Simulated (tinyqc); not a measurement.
Transfer-length model of a contact: one step of the calculation.

A metal contact of length d and width W on a thin layer of the same width. The metal has no resistance, the sheet resistance under it equals Rsh, and current enters the layer at the front edge x = 0.

Question. Transfer length. A = Lt coth(d/Lt) is solved for Lt, starting from Lt = A. Lt(new) = A tanh(d/Lt).

Inputs (values chosen for the exercise): contact length d = 0.14 um.

A = 0.073478613 um
Lt after iteration 1 = 0.070296275 um

Find: Lt after iteration 2.

Answer.

Lt after iteration 2 = 0.070791 um

Computed by the program tinyqc: `OMP_NUM_THREADS=1 python tinyqc.py 2760024 2760025 out.jsonl`, one thread of a shared Intel Xeon 2.30GHz, about 0.01 s for the whole run.
